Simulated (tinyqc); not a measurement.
Valley splitting in a one-orbital chain of atomic planes (second-neighbour model), step by step. Values are carried at full precision from step to step, so a last printed digit may differ when a step is redone from the rounded ones.

Each (001) plane carries one orbital with energy e0, hopping v to the next plane and u to the second: E(phi) = e0 + 2 v cos(phi) + 2 u cos(2 phi), where phi = pi - k a/4 (the sign of every second orbital is chosen so that v > 0, which shifts the phase by pi). The minimum lies at cos(phi0) = -v/(4u), phi0 = pi - (pi/2) k0 for a valley at k0 (2 pi/a), and e0 puts it at zero. A slab of N planes has hard walls: the matrix simply ends.

Constants: hbar^2/2m0 = 3.80998211 eV angstrom^2.

Values chosen for the exercise (near those of the Delta valleys of silicon; abrupt walls in this chain split the valleys several times more than measured wells; the results hold for these values, not for the real material): a = 5.423 angstrom (lattice constant; planes lie a/4 apart); k0 = 0.852 2 pi/a (position of the valley); ml = 0.929 m0 (longitudinal mass); N = 11 (planes in the small slab).

## Hoppings from the valley position and mass

The curvature at the minimum is d2E/dphi2 = 8 u sin^2(phi0) = (2c/ml)/(a/4)^2 with c = hbar^2/2m0; v = -4 u cos(phi0); e0 = 2u + v^2/(4u).

phi0 = 1.80327 rad
u = 0.58908 eV
v = 0.54287 eV
e0 = 1.30323 eV

## The bulk band

E at phi = j pi/10.

Band:
```
phi/pi  E (eV)
0.0     3.5671
0.1     3.2890
0.2     2.5457
0.3     1.5773
0.4     0.6856
0.5     0.1251
0.6     0.0146
0.7     0.3010
0.8     0.7889
0.9     1.2238
1.0     1.3956
```

## Hamiltonian of the slab

e0 on the diagonal, v and u on the first and second off-diagonals.

H (eV):
```
         1       2       3       4       5       6       7       8       9      10      11
1   1.3032  0.5429  0.5891       0       0       0       0       0       0       0       0
2   0.5429  1.3032  0.5429  0.5891       0       0       0       0       0       0       0
3   0.5891  0.5429  1.3032  0.5429  0.5891       0       0       0       0       0       0
4        0  0.5891  0.5429  1.3032  0.5429  0.5891       0       0       0       0       0
5        0       0  0.5891  0.5429  1.3032  0.5429  0.5891       0       0       0       0
6        0       0       0  0.5891  0.5429  1.3032  0.5429  0.5891       0       0       0
7        0       0       0       0  0.5891  0.5429  1.3032  0.5429  0.5891       0       0
8        0       0       0       0       0  0.5891  0.5429  1.3032  0.5429  0.5891       0
9        0       0       0       0       0       0  0.5891  0.5429  1.3032  0.5429  0.5891
10       0       0       0       0       0       0       0  0.5891  0.5429  1.3032  0.5429
11       0       0       0       0       0       0       0       0  0.5891  0.5429  1.3032
```

## Levels and the valley doublet

Diagonalise H. The two lowest levels are the doublet made from the valleys at +k0 and -k0; give their splitting, the weights of the lowest state, and its parity under reversal of the planes.

levels (eV): 0.1097  0.1496  0.4140  0.5449  0.8650  0.9936  1.2963  1.4727  2.2031  2.8972  3.3895

splitting = 39.88 meV

weights on the planes: 0.049  0.033  0.080  0.180  0.016  0.285  0.016  0.180  0.080  0.033  0.049

parity of the lowest state: even

The mean of the doublet lies 0.1297 eV above the bulk minimum, and level 3 lies 0.2844 eV above that mean; the weights oscillate from plane to plane because the two valleys interfere.

## Checks

- Mean of the doublet for 400 planes against the effective-mass level with W = 402 a/4 (meV): both 0.1363.

Computed by tinyqc, a small Python program: `OMP_NUM_THREADS=1 python tinyqc.py 1480653 1480654 out.jsonl` (the numbers bound the seed that draws the inputs); one thread of a shared host (Intel(R) Xeon(R) Processor @ 2.30GHz), about 0.01 s for the whole set of steps.
